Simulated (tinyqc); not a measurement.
From a target level to the width: type-II superlattice in the two-band Kane model. Three cases, with inputs chosen for the exercise.

Problem. Which width a puts the bottom of C1 at the energy below?

Motion along the axis, period d = a + b, c = hbar^2/2m0. Conduction and light-hole bands couple: (E - Ec)(E - Ev) = Ep c k^2 in each layer, with mass m(E) = (E - Ev)/Ep, which may be negative. The conduction envelope psi and psi'/m(E) are continuous; a layer carries them by [[cos kt, (m/k) sin kt], [-(k/m) sin kt, cos kt]] (cosh and sinh for k^2 < 0), and cos(q d) = tr(M_B M_A)/2. C1 is the first miniband above EvB, with its bottom at tr/2 = +1 and its top at -1; the gap is the bottom of C1 less the top heavy-hole level HH1.

Constants: hbar^2/2m0 = 3.80998211 eV angstrom^2.

Find: k in A; kappa in B; a.

Method. At q = 0 the state is even in both layers: (k/m_A) tan(k a/2) = (kappa/m_B) tanh(kappa b/2) with the masses at that energy; the first branch of the arctangent gives a.

Case 1.

Values chosen (near those of an InAs/GaSb superlattice; not measured data): b = 33 angstrom (layer B); EcA = 0 eV (conduction edge of A); EvA = -0.409 eV (valence edge of A); EcB = 0.956 eV (conduction edge of B); EvB = 0.148 eV (valence edge of B); EpA = 14.3 eV (coupling energy in A); EpB = 18.2 eV (coupling energy in B).

bottom of C1 = 0.218899 eV

Solution.

k in A = 0.05023 1/angstrom
kappa in B = 0.02745 1/angstrom
a = 48.0 angstrom

Case 2.

Values chosen (near those of an InAs/GaSb superlattice; not measured data): b = 49 angstrom (layer B); EcA = 0 eV (conduction edge of A); EvA = -0.41 eV (valence edge of A); EcB = 0.942 eV (conduction edge of B); EvB = 0.13 eV (valence edge of B); EpA = 14.5 eV (coupling energy in A); EpB = 17.9 eV (coupling energy in B).

bottom of C1 = 0.318972 eV

Solution.

k in A = 0.06488 1/angstrom
kappa in B = 0.04155 1/angstrom
a = 36.0 angstrom

Case 3.

Values chosen (near those of an InAs/GaSb superlattice; not measured data): b = 23 angstrom (layer B); EcA = 0 eV (conduction edge of A); EvA = -0.413 eV (valence edge of A); EcB = 0.959 eV (conduction edge of B); EvB = 0.142 eV (valence edge of B); EpA = 14.2 eV (coupling energy in A); EpB = 18.3 eV (coupling energy in B).

bottom of C1 = 0.185287 eV

Solution.

k in A = 0.04527 1/angstrom
kappa in B = 0.02192 1/angstrom
a = 50.0 angstrom

Computed by tinyqc, one run a case: `OMP_NUM_THREADS=1 python tinyqc.py N N+1 out.jsonl` with N = 1250703, 1250797, 1250844; one thread of a shared Intel(R) Xeon(R) Processor @ 2.30GHz, about 4 s a run at most.
